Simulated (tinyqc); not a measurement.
CIS on RHF in the 6-31g basis, for H2, spin multiplicity 1, step by step. One step of it, computed by the program tinyqc.

Task: CIS triplet states. Diagonalise A (1 hartree = 27.211386 eV); each vector has its largest component positive (the first on a tie).

CIS matrix A, triplet (hartree), order 1>2, 1>3, 1>4:
```
[[0.243342, 0.000000, 0.136271],
 [0.000000, 0.935823, 0.000000],
 [0.136271, 0.000000, 1.105909]]
```

Give: triplet excitation energies; lowest vectors.

Result:

triplet excitation energies (eV): [6.050, 25.465, 30.665]

lowest vectors, order 1>2, 1>3, 1>4:
```
[[0.988, 0.000, 0.152],
 [0.000, 1.000, 0.000],
 [-0.152, 0.000, 0.988]]
```
